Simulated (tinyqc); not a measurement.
sp3s* tight binding with spin-orbit coupling: sweeps and comparisons. A value that a table varies takes the place of the one given here.

sp3s* tight binding, nearest neighbours only: anion (a) at 0, cation (c) at a/4 (1,1,1), orbitals s, px, py, pz, s* on each; k in units of 2 pi/a. With phases e_j = exp(i (pi/2) k.n_j) for n = (1,1,1), (1,-1,-1), (-1,1,-1), (-1,-1,1): g0 = (e1+e2+e3+e4)/4, g1 = (e1+e2-e3-e4)/4, g2 = (e1-e2+e3-e4)/4, g3 = (e1-e2-e3+e4)/4. The diagonal holds the levels Esa, Epa, Exa (s*) and Esc, Epc, Exc. Anion-cation block: <sa|sc> = Vss g0; <sa|xc> = Vsapc g1; <xa|sc> = -Vscpa g1; <xa|xc> = Vxx g0; <xa|yc> = <ya|xc> = Vxy g3, <xa|zc> = <za|xc> = Vxy g2, <ya|zc> = <za|yc> = Vxy g1; <s*a|xc> = Vxapc g1; <xa|s*c> = -Vpaxc g1; y and z take g2 and g3 in place of g1; s-s* and s*-s* vanish.

Spin-orbit coupling acts within the p shell of each atom as (D/3) L.sigma, D = Da or Dc: it puts four states at Ep + D/3 and two at Ep - 2D/3.

Values chosen for the exercise (near a published set for Ge, fitted to gaps, whose masses and valley positions are rough; spin-orbit coupling, where it is added without a refit, lifts the valence top and shrinks all gaps by about a third of the splitting; shifted at random, so the results belong to these values and not to a real crystal):

| symbol | value | unit | meaning |
|---|---|---|---|
| Esa | -5.86 | eV | s level of the anion |
| Epa | 1.598 | eV | p level of the anion |
| Esc | -5.86 | eV | s level of the cation |
| Epc | 1.598 | eV | p level of the cation |
| Exa | 6.364 | eV | s* level of the anion |
| Exc | 6.364 | eV | s* level of the cation |
| Vss | -6.76 | eV | s-s |
| Vxx | 1.618 | eV | px-px |
| Vxy | 4.911 | eV | px-py |
| Vsapc | 5.424 | eV | s anion, p cation |
| Vscpa | 5.424 | eV | s cation, p anion |
| Vxapc | 5.183 | eV | s* anion, p cation |
| Vpaxc | 5.183 | eV | p anion, s* cation |
| Da | 0.294 | eV | atomic spin-orbit splitting, anion |
| Dc | 0.294 | eV | the same, cation |
| eta | 3 |  | scaling exponent |
| D001 | 0.72 |  | ratio -ezz/exx |

## What the s* orbital does

The s* couplings Vxapc and Vpaxc are scaled by f; f = 0 is the plain sp3 model. Gaps from the top of the valence band at Gamma; the Delta value is the minimum on (x,0,0), 0.5 <= x <= 1.

Gaps (eV):

| f | Gamma | Delta | L | x of the minimum |
|---|---|---|---|---|
| 0.00 | 0.8220 | 3.5193 | 2.1236 | 0.500 |
| 0.25 | 0.8220 | 3.3511 | 1.9803 | 0.500 |
| 0.50 | 0.8220 | 2.7374 | 1.6174 | 0.677 |
| 0.75 | 0.8220 | 1.7384 | 1.1522 | 0.791 |
| 0.90 | 0.8220 | 1.1195 | 0.8602 | 0.807 |
| 1.00 | 0.8220 | 0.7087 | 0.6676 | 0.811 |
| 1.10 | 0.8220 | 0.3014 | 0.4794 | 0.811 |

What can be read from the table?

The gap at Gamma stays, since g1 to g3 vanish there. From f = 0 to 1 the s* levels lower the Delta value by 2.811 eV and L by 1.456 eV. For f = 0 and 0.25 the least value lies at x = 0.5, the end of the range: any valley further out lies above that value until s* has lowered it enough. The lowest of the three is Gamma at f = 0 and L at f = 1.

## Hydrostatic strain (sp3s* tight binding with spin-orbit coupling, strained)

Strain e moves each bond vector to d = (1 + e) d0 (no internal displacement for the diagonal strains used here) and k is given in fractions of the strained reciprocal cell, so the phases stay. Two-centre values Vss_sigma = Vss/4, Vsp_sigma = sqrt3 V/4 for each s-p and s*-p pair, Vpp_sigma = (Vxx + 2 Vxy)/4, Vpp_pi = (Vxx - Vxy)/4 are scaled by (d0/d)^eta and combined with the new direction cosines; the levels on the diagonal stay.

exx = eyy = ezz = e. Gaps as measured from the top of the valence band; the deformation potentials are (gap(0.01) - gap(-0.01))/0.06.

Gaps (eV):

| e | Gamma | Delta | L | x of the minimum |
|---|---|---|---|---|
| -0.03 | 1.6236 | 0.7351 | 1.0727 | 0.786 |
| -0.02 | 1.3455 | 0.7266 | 0.9309 | 0.794 |
| -0.01 | 1.0785 | 0.7178 | 0.7959 | 0.802 |
| 0.00 | 0.8220 | 0.7087 | 0.6676 | 0.811 |
| 0.01 | 0.5756 | 0.6992 | 0.5459 | 0.819 |
| 0.02 | 0.3388 | 0.6895 | 0.4306 | 0.828 |
| 0.03 | 0.1111 | 0.6794 | 0.3216 | 0.837 |

gap deformation potentials (eV): Gamma -8.381, Delta -0.310, L -4.166

How do the results move?

Per unit of volume strain the gaps move by -8.38 (Gamma), -0.31 (Delta) and -4.17 eV (L). The lowest valley changes from the Delta line to L between e = -0.01 and 0 and from L to Gamma between e = 0.01 and 0.02. These potentials follow from the one exponent eta, which fitted models replace by one for each integral; with it the sizes are rough, the sign for Delta can be wrong (in Si, Ge and the III-V crystals measured values are small and positive), and the pressures at which valleys cross, and which valley takes over, are rough too. A gap of zero, where one is listed, marks an s level that has sunk below the valence top.

## Biaxial strain splits the top of the valence band (sp3s* tight binding, strained)

No spin-orbit coupling; k = 0; exx = eyy = e, ezz = -D001 e. The four bonds keep equal lengths, and the sums over them give Vxx(e) for px and py and Vzz(e) for pz; each level is the lower root of [[Epa, V], [V, Epc]], and the s level the upper root of the s block. The shear potential b follows from E(x,y) - E(z) = 3 b (exx - ezz), taken as the slope between e = -0.005 and 0.005.

Couplings and levels at Gamma (eV):

| e | ezz | Vxx(e) | Vzz(e) | E(x,y) | E(z) | E(x,y) - E(z) (meV) | upper s level |
|---|---|---|---|---|---|---|---|
| -0.020 | 0.0144 | 1.5423 | 1.8938 | 0.0557 | -0.2958 | 351.4 | 1.0733 |
| -0.010 | 0.0072 | 1.5813 | 1.7536 | 0.0167 | -0.1556 | 172.3 | 0.9866 |
| -0.005 | 0.0036 | 1.5999 | 1.6852 | -0.0019 | -0.0872 | 85.3 | 0.9433 |
| 0.005 | -0.0036 | 1.6355 | 1.5519 | -0.0375 | 0.0461 | -83.6 | 0.8568 |
| 0.010 | -0.0072 | 1.6525 | 1.4869 | -0.0545 | 0.1111 | -165.6 | 0.8136 |
| 0.020 | -0.0144 | 1.6848 | 1.3603 | -0.0868 | 0.2377 | -324.5 | 0.7273 |

b = -3.274 eV

How do the results move?

Under tension in the plane (e > 0) the bonds tilt towards the plane, Vxx grows to 1.6525 and Vzz falls to 1.4869 eV at e = 0.01, and the pz state forms the top of the valence band, by 165.6 meV; under compression (e = -0.01) the px, py pair does, by 172.3 meV. The slope gives b = -3.27 eV, a rough value, since on-site strain terms are left out (measured values lie near -2 eV).

## What each parameter does

Gaps from the top of the valence band at Gamma; Delta is the minimum on (x,0,0), 0.5 <= x <= 1. A change on one sublattice alone makes the two atoms unequal. Each row changes one parameter from the base and keeps the others.

Results:

| case | Ev (eV) | gap Gamma (eV) | gap Delta (eV) | gap L (eV) |
|---|---|---|---|---|
| base | 0.0780 | 0.8220 | 0.7087 | 0.6676 |
| Vpaxc = 5.383 eV | 0.0780 | 0.8220 | 0.6215 | 0.6291 |
| Vscpa = 5.724 eV | 0.0780 | 0.8220 | 0.7752 | 0.7637 |
| Exc = 6.664 eV | 0.0780 | 0.8220 | 0.7580 | 0.6915 |
| Vxx = 1.418 eV | 0.2780 | 0.6220 | 0.4801 | 0.4411 |
| Epc = 1.898 eV | 0.2211 | 0.6789 | 0.6285 | 0.5631 |
| Vxapc = 4.883 eV | 0.0780 | 0.8220 | 0.8069 | 0.7191 |

What can be read from the table?

The largest shifts from the base row, up to three for each result and ties (the steps differ in size, so this ranks the rows, not the parameters). Ev (eV): Vxx +0.2000, Epc +0.1431; unchanged at the printed digits by Vpaxc, Vscpa, Exc and Vxapc. gap Gamma (eV): Vxx -0.2000, Epc -0.1431; unchanged at the printed digits by Vpaxc, Vscpa, Exc and Vxapc. gap Delta (eV): Vxx -0.2286, Vxapc +0.0982, Vpaxc -0.0872. gap L (eV): Vxx -0.2265, Epc -0.1045, Vscpa +0.0960. Vpaxc, Vscpa, Exc and Vxapc cannot move Ev or the gap at Gamma, whose blocks do not hold them; s parameters never move Ev, and move the gap only where the lowest empty level at Gamma is s-like.

Program tinyqc; command `OMP_NUM_THREADS=1 python tinyqc.py 1480470 1480471 out.jsonl`; about 0.2 s on one thread of a shared Intel(R) Xeon(R) Processor @ 2.30GHz.
